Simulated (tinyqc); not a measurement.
Long-channel MOSFET, surface-potential model: two steps of the calculation.

n-channel transistor on a uniformly doped p-type body, gradual-channel approximation, constant mobility, Boltzmann statistics, full ionisation. Potentials are counted from the neutral body; V is the electron quasi-Fermi potential, Vsb at the source and Vsb + Vds at the drain. Charges are magnitudes per area.

Values chosen for this exercise; material values those of a made-up semiconductor: temperature T = 250 K; flat-band voltage Vfb = -0.46 V; channel mobility mu = 130 cm^2/(V s); gate width W = 5 um; gate length L = 0.5 um; source-body reverse bias Vsb = 1 V; gate-source voltage Vgs = 1.31 V; drain-source voltage Vds = 1.2 V.

Constants: q = 1.602176634e-19 C, kB = 1.380649e-23 J/K, Vt = kB T/q. Results are converted to the units shown.

Problem 1. Surface potential at the source by Newton steps. With V = Vsb: G = psi - Vt + Vt e, e = exp((psi - 2 phiF - Vsb)/Vt); f = Vgs + Vsb - Vfb - psi - gamma sqrt(G); f' = -1 - gamma (1 + e)/(2 sqrt(G)); psi(new) = psi - f/f'.

psi after iteration 1 = 2.2382100 V
phiF = 0.56339237 V
gamma = 0.23979696 V^0.5

Wanted: G; f; f'; psi after iteration 2.

Solution 1.

G = 6.0146 V
f = -0.056304 V
f' = -9.6676
psi after iteration 2 = 2.2324 V

Problem 2. Charges and current of the charge-sheet model. psi_0 and psi_L solve Vgs + Vsb - Vfb - psi = gamma sqrt(G) at V = Vsb and Vsb + Vds. Qi = Cox gamma [sqrt(G) - sqrt(psi - Vt)], G = psi - Vt + Vt exp((psi - 2 phiF - V)/Vt), at both ends. With U = Vgs + Vsb - Vfb: drift = mu (W/L) Cox [U (psi_L - psi_0) - (psi_L^2 - psi_0^2)/2 - (2/3) gamma ((psi_L - Vt)^1.5 - (psi_0 - Vt)^1.5)]; diffusion = mu (W/L) Vt (Qi0 - QiL).

psi_0 = 2.2318435 V
psi_L = 2.4001663 V
phiF = 0.56339237 V
Cox = 0.72730828 uF/cm^2
gamma = 0.23979696 V^0.5

Find: Qi0; QiL; drift current; diffusion current; drain current.

Solution 2.

Qi0 = 132.11 nC/cm^2
QiL = 2.5461e-19 nC/cm^2
drift current = 14.448 uA
diffusion current = 3.7000 uA
drain current = 18.148 uA

Drift carries 79.6 % of the current. The drain end is pinched off: its charge is under 1 % of that at the source.

Computed by the program tinyqc: `OMP_NUM_THREADS=1 python tinyqc.py 2360072 2360073 out.jsonl`, one thread of a shared Intel Xeon 2.30GHz, about 0.04 s for the whole run.
